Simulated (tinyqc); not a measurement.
Inside a calculation: metal-induced gap states at the contact of a metal chain and a two-band chain. Values are carried at full precision from step to step, so a last printed digit may differ when a step is redone from the rounded ones.

The semiconductor alternates sites A at -Eg/2 and C at +Eg/2 with hopping -t; the gap runs from -Eg/2 to Eg/2. In the gap cosh(q a) = 1 + (Eg^2/4 - E^2)/(2 t^2) and the amplitude changes by -exp(-q a) a period. The metal has site energy 0 and hopping -tm; its end site has g_m = (E - i sqrt(4 tm^2 - E^2))/(2 tm^2). Sites 1, 2, ... count into the semiconductor, with energies e1, e2 alternating. The clean half chain has g1 = 1/(E - e1 - t^2 g2), g2 = 1/(E - e2 - t^2 g1), decaying root. With the contact G11 = 1/(1/g1 - tc^2 g_m), and the density on site j is -Im G_jj/pi = |psi_j/psi_1|^2 (-Im G11/pi), per spin, with psi_2/psi_1 = -t g2, psi_3/psi_2 = -t g1.

Constants: e^2/(4 pi eps0) = 14.39964547 eV angstrom.

Parameters, chosen for this exercise (gap and optical dielectric constant near those of SiO2; the chain itself is a model; shifted at random, so the results belong to these values and not to a real crystal): Eg = 9.31 eV (gap); t = 2.34 eV (hopping in the semiconductor); a = 3.1 angstrom (period (two sites); one chain for each area a^2); E = -3.2 eV (energy from mid-gap); tm = 3.72 eV (hopping in the metal); tc = 1.19 eV (hopping across the contact); end = C (site that touches the metal); eps = 2.3 (dielectric constant).

## Decay in the gap

Form cosh(q a), l = exp(-q a), q and the decay length 1/(2q) of the density.

cosh(q a) = 2.04363
l = 0.26138
q = 0.43284 1/angstrom
xi, the decay length of the density = 1.155 angstrom

## Green functions

The decaying root is g1 = (1 - l)/(E - e1), g2 = (1 - l)/(E - e2), l = exp(-q a). Form them, g_m and G11.

g1, g2 (1/eV): -0.09403  0.50764

g_m = -0.11562-0.24268i 1/eV
G11 = -0.09540-0.00313i 1/eV

## Density site by site

D1 = -Im G11/pi, D2 = (t g2)^2 D1, and each further period multiplies by l^2. The sum over all sites is (D1 + D2)/(1 - l^2). The Green functions stand in the order g1, g2.

density on sites 1 to 8 (1/eV): 0.00100  0.00141  0.00007  0.00010  0.00000  0.00001  0.00000  0.00000

Ds, the density per spin summed over the semiconductor = 0.00258 1/eV

The first period holds 93 % of the gap states at this energy.

## Pinning factor

Gap states per area N = 2 Ds/a^2 (two spins). Charge in them sits a distance xi from the metal, so S = 1/(1 + 4 pi e^2 N xi/eps), e^2 meaning e^2/(4 pi eps0); S is the change of the barrier per change of the metal work function.

N = 5.368e+12 1/(eV cm^2)
4 pi e^2 N xi/eps = 0.0488
S = 0.9535

Weak pinning, nearer the Schottky limit S = 1.

## Checks

- g1 from the closed form against decimation: both -0.0940322.

(tinyqc, `OMP_NUM_THREADS=1 python tinyqc.py 1480254 1480255 out.jsonl`, Intel(R) Xeon(R) Processor @ 2.30GHz, 1 thread, shared host, about 0.01 s.)
